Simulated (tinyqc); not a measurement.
Nucleation and growth against temperature: classical nucleation, growth and JMAK kinetics of crystallisation from a melt or glass. Computed by tinyqc, a small Python program. Command: `OMP_NUM_THREADS=1 python tinyqc.py 3028758 3028759 out.jsonl nucl walk`. One thread of a shared host (Intel(R) Xeon(R) Processor @ 2.30GHz), about 0.01 s of CPU time with the checks.

A spherical nucleus with a sharp interface of isotropic energy gamma; lambda = Omega^(1/3) is the jump distance.

Inputs (values chosen for the exercise, for a model substance): melting point T_m = 970 K; heat of melting per volume H = 1770 J/cm^3; interface energy gamma = 0.183 J/m^2; atomic volume Omega = 22.3 angstrom^3; diffusion prefactor D0 = 1.4e-05 m^2/s; activation energy Q = 0.536 eV.

Nucleation: homogeneous. Driving force: Turnbull (linear).

Constants: k_B = 1.380649e-23 J/K; k_B = 8.617333262e-05 eV/K.

Method:
- Driving force per volume: dG = H (T_m - T)/T_m.
- Shape factor f = 1.
- W(r) = f [4 pi r^2 gamma - (4/3) pi r^3 dG]; r* = 2 gamma/dG; W* = f 16 pi gamma^3/(3 dG^2); n* = f (4/3) pi r*^3/Omega.
- D = D0 exp(-Q/(k_B T)); attachment rate k+ = (A*/lambda^2) D/lambda^2 with A* = 4 pi r*^2; Zeldovich factor Z = sqrt(W*/(3 pi k_B T))/n*; sites per volume N = 1/Omega; I = N Z k+ exp(-W*/(k_B T)); lag time = 1/(4 pi Z^2 k+).
- Growth (Wilson-Frenkel): u = (D/lambda) [1 - exp(-dG Omega/(k_B T))].
- JMAK with steady nucleation and growth, nuclei spread at random: extended fraction X_e = (pi/3) I u^3 t^4, X = 1 - exp(-X_e); t_X = [-3 ln(1 - X)/(pi I u^3)]^(1/4); final grains per volume = Gamma(5/4) (3/pi)^(1/4) (I/u)^(3/4), Gamma(5/4) = 0.9064024771.
- Grain size = (grains per volume)^(-1/3). Rows are kept where W*/(k_B T) < 70.

Rates:
```
T (K)  W*/(k_B T)  I (1/(m^3 s))  u (m/s)   t_0.5 (s)  grain size (micrometre)
485        19.579     1.9722e+29   0.1269  2.0128e-07               2.9380e-02
534        22.004     5.3947e+28   0.3954  1.1870e-07               5.3971e-02
582        25.493     4.1212e+27   0.9765  1.1460e-07               1.2869e-01
630        30.670     5.0490e+25   2.0413  1.9814e-07               4.6512e-01
679        38.847     2.7871e+22   3.7495  8.1928e-07               3.5326e+00
728        52.391     6.5461e+16   6.0490  1.4620e-05               1.0170e+02
```

What does the comparison show, and why?

Among these rows I peaks at 485 K, u at 728 K and the change is fastest at 582 K, between the two. Growth has no barrier W*, so it peaks nearer T_m than nucleation. The grain size goes as (u/I)^(1/4), from 0.029 micrometre at the lowest T to 100 at the highest. Caution: in the coldest rows the nucleus has under 20 atoms or the barrier is under 10 k_B T, where the capillary model and steady rates are only a guide.

Extremes, crossings and ranges named in words are read from the listed rows.
